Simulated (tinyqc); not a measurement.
Inversion-layer mobility, back-scattering and ballistic limit of a field-effect transistor: one step, computed by the program tinyqc. Command: `OMP_NUM_THREADS=1 python tinyqc.py 3022061 3022062 out.jsonl mos walk`. One thread of a shared host (Intel(R) Xeon(R) Processor @ 2.30GHz), about 0.01 s of CPU time with the checks.

The charge at the top of the source barrier is fixed by the gate; series resistance and short-channel effects are left out. F_j are Fermi integrals normalised to exp(eta) in the classical limit.

Problem. Effective mobility. mu_phonon = mu_ph (E_eff/1 MV/cm)^(-0.3) (T/300 K)^(-1.75); mu_rough = mu_sr (E_eff/1 MV/cm)^(-2); mu_Coulomb = mu_C (N_inv/1e12 cm^-2) (T/300 K); Matthiessen's rule adds 1/mu.

Inputs (values chosen for the exercise, modelled on a germanium p-channel):
```
quantity                                     value        unit
phonon mobility at 1 MV/cm and 300 K, mu_ph    250  cm^2/(V s)
roughness mobility at 1 MV/cm, mu_sr           280  cm^2/(V s)
Coulomb mobility at N_inv = 1e12/cm^2, mu_C    630  cm^2/(V s)
temperature T                                  300           K
```

Statistics at the top of the barrier: Fermi-Dirac.

inversion density N_inv = 4.071077e+12 1/cm^2

effective field E_eff = 0.3681984 MV/cm

Give: phonon part; roughness part; Coulomb part; effective mobility mu.

Solution.

phonon part = 337.38 cm^2/(V s)

roughness part = 2065.4 cm^2/(V s)

Coulomb part = 2564.8 cm^2/(V s)

effective mobility mu = 260.54 cm^2/(V s)

The phonon part is the lowest and holds 77 % of 1/mu.
